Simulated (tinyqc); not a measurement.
Rectangular fin or nanosheet with a gate all round, subbands and threshold shift from confinement: one step of the calculation.

Undoped body with a flat potential across it, hard walls, transport along x. One isotropic valley (g = 1, mx = my = mz = me). Non-parabolicity enters the subband edges through E (1 + al E) = gamma, so E = 2 gamma/(1 + sqrt(1 + 4 al gamma)); motion within a subband is taken as parabolic with the band-edge mass. Energies are counted from the bulk band edge.

Problem. Threshold shift. Each subband has N_k = g sqrt(2 mx m0 kB T/(pi hbar^2)); without degeneracy n = exp(EF/Vt) sum N_k exp(-E_k/Vt). Classical value Nc times t H, Nc = sum over valleys of 2 g (m m0 kB T/(2 pi hbar^2))^1.5 with m = (mx my mz)^(1/3). Threshold shift dVT = Vt ln(classical value/sum N_k exp(-E_k/Vt)). Use the subbands listed.

Parameters, values chosen for the exercise; masses close to those of In0.53Ga0.47As: temperature T = 300 K; mass at the band edge me = 0.0402 m0; width (along y) t = 4.9 nm; height (along z) H = 4.9 nm.

Constants: q = 1.602176634e-19 C, kB = 1.380649e-23 J/K, hbar = 1.054571817e-34 J s, m0 = 9.1093837015e-31 kg, Vt = kB T/q. Results are converted to the units shown.

| subband | E_k (eV) | N_k (cm^-1) |
|---|---|---|
| 1,1 | 0.46996288 | 9.3180212e5 |
| 1,2 | 0.87530722 | 9.3180212e5 |
| 2,1 | 0.87530722 | 9.3180212e5 |
| 2,2 | 1.1770548 | 9.3180212e5 |

Find: shares; sum N_k exp(-E_k/Vt); Nc; classical value; dVT.

Solution.

shares, subband 1,1 to 2,2 (%): [100.00, 0.00, 0.00, 0.00]
sum N_k exp(-E_k/Vt) = 0.011866 cm^-1
Nc = 2.0226e17 cm^-3
classical value = 48563 cm^-1
dVT = 393.59 mV

Range of the model: Non-parabolicity also makes carriers heavier within each subband, which is left out, so densities of states are understated at high energy.

Program tinyqc, `OMP_NUM_THREADS=1 python tinyqc.py 2350164 2350165 out.jsonl`; Intel Xeon 2.30GHz, shared host, one thread, about 0.1 s.
